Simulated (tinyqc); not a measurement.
Small-signal admittance of a forward-biased p+-n diode: two steps of the calculation.

Holes injected into a neutral base of width wb with an ohmic contact at its end; low injection, p0 far above the equilibrium density. A small voltage v exp(i w t), w = 2 pi f, modulates the edge density by p0 v/Vt, and the small-signal density obeys Dp d2p/dx2 = (1/tau + i w) p.

Values chosen for this exercise; permittivity close to that of gallium arsenide: temperature T = 300 K; relative permittivity eps_r = 12.9; donor density of the base Nd = 1.1e16 cm^-3; hole diffusion coefficient Dp = 8.7 cm^2/s; hole lifetime tau = 1e-6 s; width of the neutral base wb = 59 um; excess hole density at the junction edge p0 = 2.9e14 cm^-3; acceptor density of the p+ side Na = 4e18 cm^-3; signal frequency f = 5.7e5 Hz.

Constants: q = 1.602176634e-19 C, kB = 1.380649e-23 J/K, Vt = kB T/q, eps0 = 8.8541878128e-14 F/cm where lengths are in cm. Results are converted to the units shown.

Question 1. Closed-form admittance. L = sqrt(Dp tau); direct current J = (q Dp p0/L) coth(wb/L); k = sqrt(1 + i w tau)/L; diffusion admittance Y = (q Dp p0/Vt) k coth(k wb) = G + i w C_diff; junction capacitance C_j = sqrt(q eps0 eps_r Nd/(2 Vr)) in the depletion approximation, with the remaining barrier Vr = Vt ln(Na/p0), a rough value under forward bias; base-width modulation is left out.

Find: L; J; k wb; Y; C_diff; C_j.

Answer 1.

L = 29.50 um
J = 0.1422 A/cm^2
k wb = 3.072+2.332i
Y = 8.114+6.214i S/cm^2
C_diff = 1.735 uF/cm^2
C_j = 0.06391 uF/cm^2

G is 1.48 times its low-frequency value J/Vt, and C_diff is 27.1 times C_j.

Question 2. The same by finite differences. 9 equal intervals, h = wb/9; u = small-signal density over its edge value, u_0 = 1, u_9 = 0; u_(i-1) + b u_i + u_(i+1) = 0 with b = -2 - h^2 (1/tau + i w)/Dp; Y = (q Dp p0/(Vt h)) (-b/2 - u_1), which includes the half box at the edge.

Give: b; u; Y on the mesh.

Answer 2.

b = -2.049-0.177i
u, node 1 to 8: 0.6881-0.1811i  0.4422-0.2494i  0.2623-0.2518i  0.1400-0.2203i  0.0635-0.1748i  0.0210-0.1268i  0.0021-0.0813i  -0.0024-0.0395i
Y on the mesh = 8.028+6.430i S/cm^2

Numbers from tinyqc (`OMP_NUM_THREADS=1 python tinyqc.py 2890218 2890219 out.jsonl`; about 0.01 s on one thread of a shared Intel Xeon 2.30GHz).
